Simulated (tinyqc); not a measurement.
# Worked calculation: thermal RC ladder, step response

tinyqc, about 0.01 s, one thread, Intel Xeon 2.30GHz (shared host): `OMP_NUM_THREADS=1 python tinyqc.py 2520060 2520061 out.jsonl` Printed values are rounded.

A ladder of 2 nodes: R_i joins node i to node i + 1, the last R to the ambient; C_i is the heat capacity of node i; theta is the rise above ambient, zero at t = 0. d theta/dt = -A theta + b with b = (Pw/C_1, 0, ...), times in ms.

Values chosen for this exercise: resistances, junction to ambient R = [0.77, 0.54] K/W; heat capacities of the nodes C = [0.47, 5.4] mJ/K; power at node 1 from t = 0 Pw = 3.6 W; time step dt = 0.34 ms.

## The rate matrix

A = C^(-1) K, K_ii = 1/R_(i-1) + 1/R_i (no first term for node 1), K_(i,i+1) = K_(i+1,i) = -1/R_i.

A (1/ms):
```
          node 1    node 2
node 1   2.76319  -2.76319
node 2  -0.24050   0.58344
```

## Time constants and Foster resistances

A = C^(-1) K, K_ii = 1/R_(i-1) + 1/R_i (no first term for node 1), K_(i,i+1) = K_(i+1,i) = -1/R_i. The time constants tau_k are the inverse eigenvalues of A; the rise of node 1 per watt is Z(t) = sum_k r_k (1 - exp(-t/tau_k)), with r_k = v_k1^2 tau_k/C_1 and v_k the unit eigenvectors of C^(-1/2) K C^(-1/2).

tau_k, rising (ms): 0.329561  3.20214
r_k (K/W): 0.631348  0.678652

The r_k add up to the sum of the R_i, 1.310 K/W; the slowest constant is 9.72 times the fastest.

## Step 1: one time step

theta at t = 0 (K): node 1 0.00000, node 2 0.00000

Explicit Euler: theta(new) = theta + dt (b - A theta).

theta after step 1 (K): node 1 2.60426, node 2 0.00000

## Step 2: one time step

As before.

theta after step 2 (K): node 1 2.76185, node 2 0.21295

## Step 3: one time step

As before.

theta after step 3 (K): node 1 2.97145, node 2 0.39654

## Course of the time stepping

Sixteen steps, against the exact rise Pw Z(t); the run counts as sound if the error in the last step is under 5 % of the exact rise. The time constants tau_k are the inverse eigenvalues of A; the rise of node 1 per watt is Z(t) = sum_k r_k (1 - exp(-t/tau_k)), with r_k = v_k1^2 tau_k/C_1 and v_k the unit eigenvectors of C^(-1/2) K C^(-1/2).

Course of the iteration:
```
step  t (ms)  theta_1 (K)  exact (K)  error (K)
1       0.34      2.60426    1.70890      0.895
2       0.68      2.76185    2.45157      0.310
3       1.02      2.97145    2.83641      0.135
4       1.36      3.15662    3.08161     0.0750
5        1.7      3.32219    3.26617     0.0560
6       2.04      3.47019    3.41931     0.0509
7       2.38      3.60247    3.55247     0.0500
8       2.72      3.72070    3.67058     0.0501
9       3.06      3.82638    3.77621     0.0502
10       3.4      3.92084    3.87100     0.0498
11      3.74      4.00527    3.95616     0.0491
12      4.08      4.08073    4.03272     0.0480
13      4.42      4.14818    4.10155     0.0466
14      4.76      4.20847    4.16345     0.0450
15       5.1      4.26236    4.21912     0.0432
16      5.44      4.31053    4.26917     0.0414
```

The largest error is 0.90 K, at step 1; the last value is 0.97 % above the exact one. dt is 1.0 times the fastest time constant; explicit Euler is stable below 2.
